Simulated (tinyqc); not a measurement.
What grading buys: minority-electron transport through the base of a bipolar transistor (Moll-Ross and Kroemer integrals). Computed by tinyqc, a small Python program. Command: `OMP_NUM_THREADS=1 python tinyqc.py 3012451 3012452 out.jsonl base walk`. One thread of a shared host (Intel(R) Xeon(R) Processor @ 2.30GHz), about 0.01 s of CPU time with the checks.

Low injection, one dimension, x from the emitter edge (0) to the collector edge (W), s = x/W. Recombination is treated as a small correction (valid for tau_B well below tau_n), computed from the stored charge.

Inputs (values chosen for the exercise, modelled on SiGe):

| quantity | value | unit |
|---|---|---|
| base doping at the emitter edge N_0 | 1.4e+18 | 1/cm^3 |
| base width W | 15 | nm |
| mu_min | 180 | cm^2/(V s) |
| mu_max | 1150 | cm^2/(V s) |
| N_ref | 2.9e+17 | 1/cm^3 |
| saturation velocity v_s | 0.77 | 1e7 cm/s |
| temperature T | 300 | K |
| doping ratio N_0/N(W) | 4.1 | - |

Base doping profile: exponential. Gap grading: none. Exit of the base: infinite sink.

Constants: k_B = 8.617333262e-05 eV/K.

Method. N(x) = N_0 (ratio)^(-s); n_i(x)^2 = n_i^2 exp(s dE_g/k_B T); D(x) = (k_B T/e) mu, mu = mu_min + (mu_max - mu_min)/(1 + (N/N_ref)^0.7). With y(x) = N n_i^2/(D n_i(x)^2): base Gummel number G_B = int_0^W y dx; J_C = e n_i^2 exp(e V_BE/k_B T)/G_B; n(x) = (J_C/e)(n_i(x)^2/(N n_i^2)) [int_x^W y dx]; transit time tau_B = (e/J_C) int n dx; trapezoid rule on 401 even points.

The same base with other gradings:

| dE_g (meV) | dE_g/k_B T | G_B (s/cm^4) | J_C gain | tau_B (ps) | speed gain |
|---|---|---|---|---|---|
| 0 | 0.000 | 8.8215e+10 | 1.0000 | 0.052317 | 1.0000 |
| 25 | 0.967 | 6.4550e+10 | 1.3666 | 0.041705 | 1.2545 |
| 50 | 1.934 | 4.9900e+10 | 1.7678 | 0.034340 | 1.5235 |
| 75 | 2.901 | 4.0289e+10 | 2.1896 | 0.029027 | 1.8023 |
| 100 | 3.868 | 3.3640e+10 | 2.6223 | 0.025060 | 2.0877 |
| 150 | 5.802 | 2.5193e+10 | 3.5015 | 0.019595 | 2.6699 |
| 200 | 7.736 | 2.0112e+10 | 4.3862 | 0.016048 | 3.2601 |
| 300 | 11.605 | 1.4326e+10 | 6.1577 | 0.011755 | 4.4506 |

At 100 meV J_C rises by a factor 2.62 and the transit is 2.09 times faster; at 300 meV the factors are 6.16 and 4.45. For a uniform base without exit term both tend to be linear in dE_g/k_B T, J_C as x/(1 - exp(-x)) and the speed as x/2. From 0 meV on the mean velocity W/tau_B exceeds v_s, so those speed gains are overstated.
